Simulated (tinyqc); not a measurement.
Chemical vapour deposition: Grove model, boundary layer, depletion and step coverage: one step, computed by the program tinyqc.

A precursor diffuses to the surface and reacts there at first order; each molecule that reacts adds one formula unit of film.

Problem. Depletion along the susceptor. Plug flow: U b dC/dx = -k_eff C with k_eff = k_s h_g/(k_s + h_g), so C falls as exp(-k_eff x/(U b)); the used share of the precursor is 1 - C(L)/C(0).

Inputs (values chosen for the exercise, close to those used for polysilicon from silane):
```
quantity            value  unit
temperature T         760     C
gas velocity U         40  cm/s
susceptor length L     46    cm
channel height b      7.8    cm
```

Reactor: horizontal, reduced pressure.

surface rate constant k_s = 1.099911 cm/s

mass-transfer coefficient h_g = 9.995460 cm/s

growth rate G at the inlet = 50.12236 nm/min

Give: k_eff; depletion length; rate at the outlet over rate at the inlet; rate at the outlet.

Solution.

k_eff = 0.99087 cm/s

depletion length = 314.87 cm

rate at the outlet over rate at the inlet = 0.86408

rate at the outlet = 43.310 nm/min

13.6 % of the precursor is used. Caution: the boundary layer is capped at b/2, so U, L and nu no longer affect h_g.
